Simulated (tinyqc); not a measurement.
## Nanowire ballistic transistor, top-of-the-barrier model: effect of the temperature

At the top of the source barrier, states moving towards the drain are filled by the source (Fermi level 0) and states moving back by the drain (Fermi level -q Vd); nothing scatters. U is the shift of the band edge there, set by the capacitances CG, CD and CS (the total) and by the charge. Parabolic one-dimensional subband; the source is grounded.

N0 = gv sqrt(2 m kB T/pi)/hbar, CG = 2 pi eps0 eox/ln(1 + 2 tox/d), CS = CG/aG, n0 = n at U = 0 and Vd = 0. eta1 = -(E0 + U)/Vt, eta2 = eta1 - Vd/Vt, n = (N0/2)[F_(-1/2)(eta1) + F_(-1/2)(eta2)], F_(-1/2)(x) = (1/sqrt(pi)) int_0^infinity u^(-1/2)/(1 + exp(u - x)) du. U = UL + q (n - n0)/CS with UL = -(aG Vg + aD Vd), energies in eV. I = gv (2 q^2/h) Vt [ln(1 + exp eta1) - ln(1 + exp eta2)]. CQ = (q/Vt) dn/d(eta1). E0 is held fixed.

Inputs (values chosen for the exercise); mass and valleys close to those of silicon (two valleys): effective mass m = 0.185 m0; valley degeneracy gv = 2; relative permittivity of the gate insulator eox = 22; insulator thickness tox = 1.6 nm; wire diameter d = 4 nm; gate control CG/CS aG = 0.78; drain control CD/CS aD = 0.087; band edge at the barrier top above the source Fermi level at zero bias E0 = 0.21 eV; gate voltage Vg = 0.6 V; drain voltage Vd = 0.6 V.

Constants: q = 1.602176634e-19 C, kB = 1.380649e-23 J/K, hbar = 1.054571817e-34 J s, h = 6.62607015e-34 J s, m0 = 9.1093837015e-31 kg, Vt = kB T/q, eps0 = 8.8541878128e-14 F/cm where lengths are in cm. Results are converted to the units shown.

Effect of the temperature:
```
T (K),eta1,n (cm^-1),I (uA),mean velocity I/(q n) (cm/s),CQ/CS
50,61.90,7.244e6,41.33,3.561e7,0.08154
77,40.20,7.243e6,41.33,3.562e7,0.08157
120,25.80,7.241e6,41.34,3.563e7,0.08166
180,17.20,7.235e6,41.34,3.566e7,0.08186
240,12.90,7.228e6,41.35,3.570e7,0.08215
300,10.32,7.218e6,41.36,3.576e7,0.08255
360,8.606,7.205e6,41.37,3.584e7,0.08311
420,7.381,7.190e6,41.40,3.594e7,0.08384
```

As T goes from 50 to 420 K, n falls from 7.24e6 to 7.19e6 cm^-1, the mean velocity rises from 3.56e7 to 3.59e7 cm/s and the current stays near 41.4 uA. CQ/CS goes from 0.082 to 0.084.

tinyqc, about 0.04 s, one thread, Intel Xeon 2.30GHz (shared host): `OMP_NUM_THREADS=1 python tinyqc.py 2400054 2400055 out.jsonl`
